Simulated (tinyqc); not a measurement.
Peak gain against injection: optical gain and spontaneous emission in a bulk direct-gap semiconductor.

Parabolic bands, vertical transitions, no excitons. For each hole band j: mr = me mj/(me + mj); joint density of states J_j(E) = (mr/c)^(3/2) sqrt(E - Eg)/(2 pi^2), both spins, c = hbar^2/2m0; averaged matrix element |e.p|^2 = m0 Ep/6; alpha_j(E) = 4 pi^2 alpha_f c Ep J_j/(3 nr E) in 1/angstrom (alpha_f the fine-structure constant, listed as alpha among the constants), times 1e8 for 1/cm.

F_j(eta) = (1/Gamma(j + 1)) integral_0^infinity x^j dx/(1 + exp(x - eta)), which tends to exp(eta) for eta << 0.

Quasi-Fermi levels: n = Nc F_1/2(Fc/kT) and p = Nv F_1/2(Fv/kT), Fc counted up from the conduction edge and Fv down from the valence edge; Nc, Nv from N = 2 (m kB T/(4 pi c))^(3/2) with c = hbar^2/2m0, in 1/angstrom^3; times 1e24 for 1/cm^3, with me and (mhh^(3/2) + mlh^(3/2))^(2/3).

For band j the electron sits at Ee = (E - Eg) mr/me above its edge and the hole at Eh = (E - Eg) mr/mj; fe = 1/(1 + exp((Ee - Fc)/kT)), fh = 1/(1 + exp((Eh - Fv)/kT)); gain g = sum_j alpha_j (fe + fh - 1).

Spontaneous rate: R = integral of (nr E/(hbar c))^2/(pi^2 hbar) sum_j alpha_j fe fh dE, with alpha in 1/cm and (nr E/(hbar c))^2 in 1/cm^2 (1e16 per 1/angstrom^2); B = R/(n p); lifetime n/R.

Constants: hbar^2/2m0 = 3.80998211 eV angstrom^2; fine-structure constant alpha = 0.007297352564; kB = 8.617333262e-05 eV/K; hbar = 6.58211957e-16 eV s; hbar c = 1973.269805 eV angstrom.

Values chosen for the exercise (near those of GaAs; the results hold for these values, not for the real material): Eg = 1.409 eV (direct gap); me = 0.0648 m0 (electron mass); mhh = 0.525 m0 (heavy-hole mass); mlh = 0.0828 m0 (light-hole mass); Ep = 25.2 eV (Kane energy); nr = 3.55 (refractive index); T = 350 K.

The peak is the largest g over E; a dash marks no gain.

Gain:
```
n (1/cm^3)  Fc (eV)  Fv (eV)  peak gain (1/cm)  peak E - Eg (eV)  B (cm^3/s)
7.7e+17      0.0272  -0.0841                 -                 -    1.65e-10
1.2e+18      0.0489  -0.0704                 -                 -    1.56e-10
1.8e+18      0.0725  -0.0576                58            0.0052    1.45e-10
2.1e+18      0.0828  -0.0527               162            0.0108    1.41e-10
2.8e+18      0.1042  -0.0435               440            0.0233    1.31e-10
3.5e+18      0.1234  -0.0362               718            0.0349    1.23e-10
4.6e+18      0.1505  -0.0270              1123            0.0511    1.12e-10
6.1e+18      0.1837  -0.0173              1610            0.0699    1.01e-10
```

transparency density (Fc + Fv = 0) = 1.53e+18 1/cm^3

Gain starts at 1.53e+18 1/cm^3, where Fc = -Fv = 0.0627 eV: with Nv/Nc = 25 the electrons must be degenerate before the holes are. The slope of peak gain against n is 3.46e-16 cm^2 between the first two rows with gain and 3.24e-16 between the last two; the peak moves from 0.0052 to 0.0699 eV above the gap as the bands fill, and B falls by a factor 1.63. Line broadening and gap shrinkage are left out.

tinyqc: `OMP_NUM_THREADS=1 python tinyqc.py 1681932 1681933 out.jsonl`; about 0.08 s, one thread, shared Intel(R) Xeon(R) Processor @ 2.30GHz.
